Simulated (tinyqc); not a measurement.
From results back to parameters: buckled dimers of a reconstructed (001) surface, two dangling bonds a dimer. Two cases, with inputs chosen for the exercise.

Problem. With tp the pi coupling of the two dangling bonds, gm their shift per height and kf the force constant (elastic energy kf z^2), an isolated buckled dimer has gap 2 gm^2/kf, buckling z with (gm z)^2 + tp^2 = (gm^2/kf)^2, and charge gm z/(gm^2/kf) moved to the up atom. The values come from hidden parameters.

Find: tp; gm; kf.

Method. With x half the gap and c the charge: tp = x sqrt(1 - c^2), gm = x c/z, kf = gm^2/x.

Case 1.

gap = 1.169391 eV
z = 0.285591 angstrom
charge moved = 0.801047 e

Solution.

tp = 0.35 eV
gm = 1.64 eV/angstrom
kf = 4.6 eV/angstrom^2

Case 2.

gap = 0.765161 eV
z = 0.165573 angstrom
charge moved = 0.895853 e

Solution.

tp = 0.17 eV
gm = 2.07 eV/angstrom
kf = 11.2 eV/angstrom^2

Computed by tinyqc, one run a case: `OMP_NUM_THREADS=1 python tinyqc.py N N+1 out.jsonl` with N = 1451470, 1451591; one thread of a shared Intel(R) Xeon(R) Processor @ 2.30GHz, about 0.04 s a run at most.
